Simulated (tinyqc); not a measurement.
Interfaces: Cahn-Hilliard equation on a periodic one-dimensional grid. Computed by tinyqc, a small Python program. Command: `OMP_NUM_THREADS=1 python tinyqc.py 3013677 3013678 out.jsonl cahn walk`. One thread of a shared host (Intel(R) Xeon(R) Processor @ 2.30GHz), about 0.1 s of CPU time with the checks.

Free energy F = h sum_j [A (c_j^2 - 1)^2/4 + (kappa/2) ((c_(j+1) - c_j)/h)^2]; dc/dt = Lap(mu), mu = A (c^3 - c) - kappa Lap(c), Lap(y)_j = (y_(j+1) - 2 y_j + y_(j-1))/h^2, mobility 1; the grid has n = 12 points.

Inputs (values chosen for the exercise, in reduced units):
```
quantity                    value  unit
spacing h                    0.97     -
well depth A                  1.3     -
gradient coefficient kappa   0.49     -
mean composition c0         -0.36     -
noise amplitude               0.1     -
time step dt                0.061     -
end time                      100     -
```

Scheme: explicit Euler.

Method:
- Start: c_j = c0 + amplitude x (z_j - mean of z).
- c(new) = c + dt Lap(mu).
- Run to the end time; break off if |c| exceeds 3 or F has risen by more than 1e-9 in more than 30 steps. Domains = stretches with c > c0.
- Continuum wall between c = -1 and +1: c = tanh(x/w), w = sqrt(2 kappa/A), energy s = (2/3) sqrt(2 kappa A). With two walls per domain, the estimate of F at the end is 2 x domains x s. Volume fraction of the +1 phase by the lever rule: (1 + c0)/2.

random numbers: -0.032  0.954  -0.581  0.701  0.431  -0.283  0.147  -0.592  -0.311  0.905  -0.112  0.348

Course:
```
step       t        F     min c      max c  domains
0      0.000  2.87680  -0.43233  -0.277725        5
33     2.013  2.86318  -0.42751  -0.323827        1
82     5.002  2.85645  -0.47222  -0.266426        2
164   10.004  2.77350  -0.64607   0.057759        2
246   15.006  2.59076  -0.88770   0.481626        2
328   20.008  2.53299  -0.89173   0.590048        2
492   30.012  1.62365  -0.85065   0.837421        1
656   40.016  1.38304  -1.00513   0.916738        1
901   54.961  1.37996  -1.00847   0.911487        1
1147  69.967  1.37995  -1.00842   0.911233        1
1393  84.973  1.37995  -1.00842   0.911226        1
1639  99.979  1.37995  -1.00842   0.911226        1
```

F at the end = 1.37995

wall half width w = 0.86824

wall energy s = 0.75248

estimate of F = 1.5050

volume fraction = 0.32

w/h = 0.89510

The run ends at F = 1.3800, 0.92 of the estimate: walls this close overlap, or the grid resolves them poorly. Caution: the half width of the wall is below the grid spacing, so the wall is barely resolved and feels the grid.
